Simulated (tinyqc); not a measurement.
## Threshold-voltage variability of a planar MOSFET, analytic estimates: effect of the oxide-equivalent thickness in inversion

Three independent sources add in quadrature: random dopants in the depleted layer, metal-gate grains of two orientations, and roughness of the two gate edges acting through the roll-off VT = VT(long) - Vr exp(-L/l). These are first-order estimates: no three-dimensional electrostatics, no percolation.

ni = sqrt(Nc Nv) exp(-Eg/(2 Vt)), Eg in volts; Cox = 3.9 eps0/ti; Wd = sqrt(4 eps0 eps_r Vt ln(Na/ni)/(q Na)); dopants: s1 = (q/Cox) sqrt(Na Wd/(3 L W)). Grains: Ng = L W/G^2 (at least 1), s2 = dW sqrt(p (1 - p)/Ng). Edges, with exponential correlation and u = W/La: the mean gate length has sL^2 = 2 De^2 (2/u)[1 - (1 - exp(-u))/u]; s3 = sL (Vr/l) exp(-L/l). s = sqrt(s1^2 + s2^2 + s3^2). l and Vr are held fixed.

Parameters, values chosen for the exercise; material values close to those of silicon: temperature T = 273 K; band gap Eg = 1.14 eV; relative permittivity of the semiconductor eps_r = 11.9; conduction-band density of states at T Nc = 2.41e19 cm^-3; valence-band density of states at T Nv = 2.29e19 cm^-3; channel doping Na = 5.9e17 cm^-3; gate length L = 20 nm; gate width W = 86 nm; metal grain size G = 4 nm; work-function difference of the two grain orientations dW = 0.2 eV; share of the orientation of higher work function p = 0.6; rms roughness of one gate edge De = 1.6 nm; correlation length of the roughness La = 20 nm; decay length of the threshold roll-off l = 4.5 nm; prefactor of the roll-off Vr = 2.3 V.

Constants: q = 1.602176634e-19 C, kB = 1.380649e-23 J/K, Vt = kB T/q, eps0 = 8.8541878128e-14 F/cm where lengths are in cm. Results are converted to the units shown.

The same in every row: s2 (mV) = 9.4500; s3 (mV) = 8.1311.

Effect of the oxide-equivalent thickness in inversion:
```
ti (nm)  s1 (mV)  s (mV)  s sqrt(L W) (mV um)
0.8       8.5516  15.118              0.62698
1.2       12.827  17.887              0.74184
1.6       17.103  21.164              0.87775
2         21.379  24.748               1.0264
2.4       25.655  28.523               1.1829
2.8       29.931  32.423               1.3447
3.2       34.206  36.407               1.5099
```

What does the comparison show?

As ti goes from 0.8 to 3.2 nm, s rises from 15.1 to 36.4 mV. The largest source is the grains in the first row and the dopants in the last. s1 goes on average as ti^(1.00). In every row the depletion depth exceeds L, so source and drain share much of the charge and s1 is rough.

Computed by the program tinyqc: `OMP_NUM_THREADS=1 python tinyqc.py 2090159 2090160 out.jsonl`, one thread of a shared Intel Xeon 2.30GHz, about 0.01 s for the whole run.
